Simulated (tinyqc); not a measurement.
Floating body of a partially depleted SOI transistor: body voltage and kink: one step of the calculation.

Source at 0 V. Channel current Ic = 2 nf K Vt^2 [F(0) - F(Vd)](1 + la Vd), F(V) = ln^2(1 + exp((Vg - VT - nf V)/(2 nf Vt))), VT = VT0 - gb Vb. Saturation voltage Vs = 2 Vt sqrt(F(0)) + 3 Vt, excess Ve = (Vd - Vs + sqrt((Vd - Vs)^2 + 0.0004 V^2))/2, multiplication M1 = Ai Ve exp(-Bl/Ve). Each junction passes D(v) = J1 (exp(v/Vt) - 1) + J2 (exp(v/(2 Vt)) - 1). Bipolar current Ib = bb J1 (exp(Vb/Vt) - 1). The body settles where M1 (Ic + Ib) = D(Vb) + D(Vb - Vd) + Vb/Rb; drain current Id = (1 + M1)(Ic + Ib) - D(Vb - Vd).

Problem. New Vb. Current into the body I_in = M1 (Ic + Ib) - D(Vb - Vd), current out I_out = D(Vb) + Vb/Rb; f = ln(I_in/I_out), s = df/dVb by central differences over 1e-5 V, Vb(new) = Vb - f/s.

Values chosen for this exercise; values of the order met in partially depleted silicon-on-insulator transistors:
- T = 330 K (temperature)
- VT0 = 0.31 V (threshold at zero body voltage)
- gb = 0.21 (fall of the threshold per volt of body voltage)
- nf = 1.16 (slope factor)
- K = 230 uA/(V^2 um) (gain factor per width)
- la = 0.05 1/V (channel-length modulation factor)
- Ai = 2.56 1/V (impact-ionisation prefactor)
- Bl = 6.4 V (impact-ionisation voltage)
- J1 = 9.3e-11 uA/um (diffusion saturation current of each junction)
- J2 = 2e-8 uA/um (recombination saturation current of each junction)
- bb = 3 (gain of the lateral bipolar transistor on the diffusion current)
- Rb = 20000 kohm um (resistance of a weak body tie to the source (1e9 stands for no tie, and the term is then dropped))
- Vg = 0.73 V (gate voltage)
- Vd = 2.4 V (drain voltage)

Constants: q = 1.602176634e-19 C, kB = 1.380649e-23 J/K, Vt = kB T/q. Results are converted to the units shown.

Vb after iteration 2 = 0.71755585 V

Wanted: Ic; Ve; M1; I_in; I_out; f; s; Vb after iteration 3.

Solution.

Ic = 36.16 uA/um
Ve = 1.823 V
M1 = 0.1393
I_in = 8.573 uA/um
I_out = 8.495 uA/um
f = 0.009109
s = -20.53 1/V
Vb after iteration 3 = 0.7180 V

Range of the model: The multiplication law is an empirical form chosen for the exercise; self-heating and capacitive coupling to the body are left out, and the linear laws are rough once Vb passes about 0.7 V or M1 about 0.1.

Computed by the program tinyqc: `OMP_NUM_THREADS=1 python tinyqc.py 2182084 2182085 out.jsonl`, one thread of a shared Intel Xeon 2.30GHz, about 0.2 s for the whole run.
